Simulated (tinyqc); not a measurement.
# Thermionic-field emission through a Schottky barrier, WKB, step by step

Computed by the program tinyqc: `OMP_NUM_THREADS=1 python tinyqc.py 2640131 2640132 out.jsonl`, one thread of a shared Intel Xeon 2.30GHz, about 0.05 s for the whole run. Printed values are rounded.

Metal on an n-type semiconductor with one parabolic valley; V > 0 is forward bias (metal positive). Energies E are counted from the conduction edge of the neutral semiconductor, whose Fermi level lies at -xi; that of the metal lies at -xi - V. The barrier is a parabola of height Vd = phi - xi - V (depletion approximation, no image force).

Parameters, values chosen for the exercise; band and dielectric values those of a made-up semiconductor: temperature T = 250 K; electron mass me = 0.225 m0; relative permittivity eps_r = 8.24; barrier height seen from the metal phi = 0.53 eV; donor density Nd = 5.1e17 cm^-3; bias V = 0.12 V; points of the energy grid nE = 11; upper end of the energy grid Eb = 0.51 eV.

Constants: q = 1.602176634e-19 C, kB = 1.380649e-23 J/K, hbar = 1.054571817e-34 J s, h = 6.62607015e-34 J s, m0 = 9.1093837015e-31 kg, Vt = kB T/q, eps0 = 8.8541878128e-14 F/cm where lengths are in cm. Results are converted to the units shown.

Range of the model: The depletion approximation, a parabolic band and the neglect of image-force lowering make these currents estimates at high doping.

## Fermi level, barrier and E00

Nc = 2 (2 pi me m0 kB T/h^2)^1.5 (times 1e-6 for cm^-3); Nd = Nc F12(-xi/Vt), F12(x) = (2/sqrt(pi)) int_0^infinity sqrt(u)/(1 + exp(u - x)) du; E00 = (hbar/2) sqrt(Nd/(me m0 eps0 eps_r)) in SI units (volts). W = sqrt(2 eps0 eps_r Vd/(q Nd)).

Nc = 2.03739e18 cm^-3
xi = 0.0279378 eV
Vd = 0.382062 V
W = 26.1204 nm
E00 = 9.73773 meV
E00/Vt = 0.452006

By a common rule of thumb, E00/Vt below 0.5 marks thermionic emission, 0.5 to 5 thermionic-field emission and above 5 field emission. By that rule alone: thermionic emission; with a high barrier, tunnelling near its top can carry most of the current even below 0.5.

## Current density on a coarse grid

For E < Vd, ln T(E) = -(Vd/E00) [sqrt(1 - y) - y ln((1 + sqrt(1 - y))/sqrt(y))], y = E/Vd; T(E) = 1 above. J = A* T (q/kB) int_0^infinity T(E) N(E) dE, N = ln[(1 + exp((-xi - E)/Vt))/(1 + exp((-xi - V - E)/Vt))], A* = 4 pi q me m0 kB^2/h^3 (times 1e-4 for A/(cm^2 K^2)). Simpson's rule on nE equally spaced points from 0 to Eb.

| point | E (eV) | T(E) | N | T(E) N |
|---|---|---|---|---|
| 0 | 0.000000 | 9.12733e-18 | 0.240649 | 2.19648e-18 |
| 1 | 0.051000 | 8.41656e-13 | 0.0252057 | 2.12145e-14 |
| 2 | 0.102000 | 1.69299e-9 | 0.00238995 | 4.04615e-12 |
| 3 | 0.153000 | 6.93819e-7 | 2.24258e-4 | 1.55594e-10 |
| 4 | 0.204000 | 9.04375e-5 | 2.10221e-5 | 1.90119e-9 |
| 5 | 0.255000 | 0.00447595 | 1.97045e-6 | 8.81965e-9 |
| 6 | 0.306000 | 0.0884888 | 1.84694e-7 | 1.63433e-8 |
| 7 | 0.357000 | 0.640577 | 1.73116e-8 | 1.10894e-8 |
| 8 | 0.408000 | 1 | 1.62264e-9 | 1.62264e-9 |
| 9 | 0.459000 | 1 | 1.52093e-10 | 1.52093e-10 |
| 10 | 0.510000 | 1 | 1.42558e-11 | 1.42558e-11 |

J = 0.160857 A/cm^2

The integrand peaks at E = 0.306 eV among these points, 0.80 of the barrier height. A converged quadrature gives 0.1603 A/cm^2 (this grid is 0.33 % above that), of which 5.7 % passes over the barrier.
